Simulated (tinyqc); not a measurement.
Density of states of one tight-binding band of a chain: sweeps and comparisons. A value that a table varies takes the place of the one given here.

E(k) = -2 t cos(2 pi k) - 2 t2 cos(4 pi k); k in fractions of the reciprocal vectors, mesh k_i = j/N with j = 0 .. N-1. Densities are per cell and per spin, so the band holds one state.

Each interval of the mesh is a segment with E linear in k: n = (E - e1)/(e2 - e1), g = 1/(e2 - e1) between its end values.

Gaussian broadening: g(E) = mean over the mesh of exp(-(E - E_k)^2/(2 sigma^2))/(sigma sqrt(2 pi)), n(E) = mean of erfc((E_k - E)/(sigma sqrt 2))/2.

Values chosen for the exercise:

| symbol | value | unit | meaning |
|---|---|---|---|
| t | 1.24 | eV | nearest hopping |
| t2 | 0 | eV | second hopping |
| N2 | 24 |  | mesh points along each axis in this comparison |
| sigma | 0.124 | eV | Gaussian width |
| E | 1.7 | eV | energy at which the density is wanted |

## Three ways to the same curve

N = N2 here; the reference is the linear method with N = 4000.

g(E) (1/eV):

| E (eV) | reference | linear segments | Gaussian, sigma | Gaussian, sigma/4 | reference n(E) |
|---|---|---|---|---|---|
| -2.028 | 0.223 | 0.211 | 0.195 | 0.001 | 0.195 |
| -1.577 | 0.166 | 0.162 | 0.104 | 0.000 | 0.281 |
| -1.127 | 0.144 | 0.139 | 0.177 | 0.001 | 0.350 |
| -0.676 | 0.133 | 0.139 | 0.258 | 0.585 | 0.412 |
| -0.225 | 0.129 | 0.130 | 0.053 | 0.000 | 0.471 |
| 0.226 | 0.129 | 0.130 | 0.052 | 0.000 | 0.529 |
| 0.677 | 0.133 | 0.139 | 0.258 | 0.564 | 0.588 |
| 1.128 | 0.144 | 0.139 | 0.178 | 0.002 | 0.650 |
| 1.579 | 0.166 | 0.162 | 0.106 | 0.000 | 0.720 |
| 2.030 | 0.223 | 0.211 | 0.197 | 0.001 | 0.805 |

What does this show, and why?

Root-mean-square errors against the reference: 0.0065 for linear segments, 0.0735 for sigma and 0.2486 for sigma/4. The narrow Gaussian is worse than the wide one, because it resolves the separate mesh levels. The reference is highest at -2.028 and 2.030 eV of the energies listed, and half filling lies between -0.225 and 0.226 eV.

## Convergence with the mesh

At the energy E; the plain count is the share of mesh points below E; the reference is the linear method with N = 4000.

Results:

| N | points | g linear | n linear | g Gaussian | n Gaussian | n plain count |
|---|---|---|---|---|---|---|
| 8 | 8 | 0.1426 | 0.7424 | 0.7325 | 0.7082 | 0.6250 |
| 16 | 16 | 0.1554 | 0.7417 | 0.3663 | 0.7291 | 0.6875 |
| 32 | 32 | 0.1663 | 0.7411 | 0.1928 | 0.7394 | 0.7188 |
| 64 | 64 | 0.1733 | 0.7407 | 0.1778 | 0.7411 | 0.7344 |
| 128 | 128 | 0.1772 | 0.7405 | 0.1779 | 0.7411 | 0.7422 |
| 256 | 256 | 0.1752 | 0.7404 | 0.1779 | 0.7411 | 0.7383 |

reference n and g: 0.7404  0.1762

What can be read from the table?

The linear n(E) stays within 0.002 of the reference from N = 8 on. The Gaussian g stays within 1 % of its last value from N = 64 on; it tends to the broadened curve, not the true one. At the last mesh it lies +0.002 1/eV from the reference g and the linear g -0.001. The plain count errs by -0.0021 at the last mesh.

## What moves the count of states

Linear method and Gaussian sum with N = 400. Each row changes one parameter from the base and keeps the others.

Results:

| case | n linear | g linear (1/eV) | n Gaussian | g Gaussian (1/eV) |
|---|---|---|---|---|
| base | 0.7404 | 0.1774 | 0.7411 | 0.1779 |
| t = 1.364 eV | 0.7142 | 0.1486 | 0.7146 | 0.1499 |
| E = 1.824 eV | 0.7631 | 0.1891 | 0.7640 | 0.1920 |
| sigma = 0.248 eV | 0.7404 | 0.1774 | 0.7437 | 0.1848 |
| t2 = 0.062 eV | 0.7389 | 0.2022 | 0.7400 | 0.2061 |

How do the results move?

The largest shifts from the base row, up to three for each result and ties (the steps differ in size, so this ranks the rows, not the parameters). n linear: t -0.0263, E +0.0226, t2 -0.0015; unchanged at the printed digits by sigma. g linear (1/eV): t -0.0288, t2 +0.0249, E +0.0117; unchanged at the printed digits by sigma. n Gaussian: t -0.0265, E +0.0229, sigma +0.0025. g Gaussian (1/eV): t2 +0.0282, t -0.0280, E +0.0141.

Run: tinyqc, `OMP_NUM_THREADS=1 python tinyqc.py 1680589 1680590 out.jsonl`; Intel(R) Xeon(R) Processor @ 2.30GHz, one thread, shared host; about 0.01 s of CPU time with all checks.
